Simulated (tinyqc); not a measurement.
Crystallisation kinetics and data retention of a phase-change cell: one step of the calculation.

Johnson-Mehl-Avrami-Kolmogorov law X = 1 - exp(-y^n), y = integral of k dt, k = (1/100 s) exp[-(Ec q/kB)(1/T - 1/T1)].

Question. Retention. At fixed T the state fails at t = (-ln(1 - Xf))^(1/n)/k; ten years are 3.15576e8 s.

Inputs (values chosen for the exercise); values of the order of Ge-Sb-Te and related chalcogenides: activation energy of crystallisation Ec = 3.02 eV; temperature at which the rate k is 1/(100 s) T1 = 413 K; Avrami exponent n = 1.5; crystalline share at which the state is lost Xf = 0.5; storage temperature T = 328 K.

Constants: q = 1.602176634e-19 C, kB = 1.380649e-23 J/K. Results are converted to the units shown.

Give: k; y at failure; time to fail; the same in years; temperature for ten years.

Answer.

k = 2.8170e-12 1/s
y at failure = 0.78322
time to fail = 2.7804e11 s
the same in years = 8810.5
temperature for ten years = 350.23 K

The cell meets ten years at 328 K.

Range of the model: One Arrhenius rate is assumed; incubation, growth from the boundary and the non-Arrhenius kinetics of the supercooled liquid are left out.

Computed by the program tinyqc: `OMP_NUM_THREADS=1 python tinyqc.py 2490020 2490021 out.jsonl`, one thread of a shared Intel Xeon 2.30GHz, about 0.03 s for the whole run.
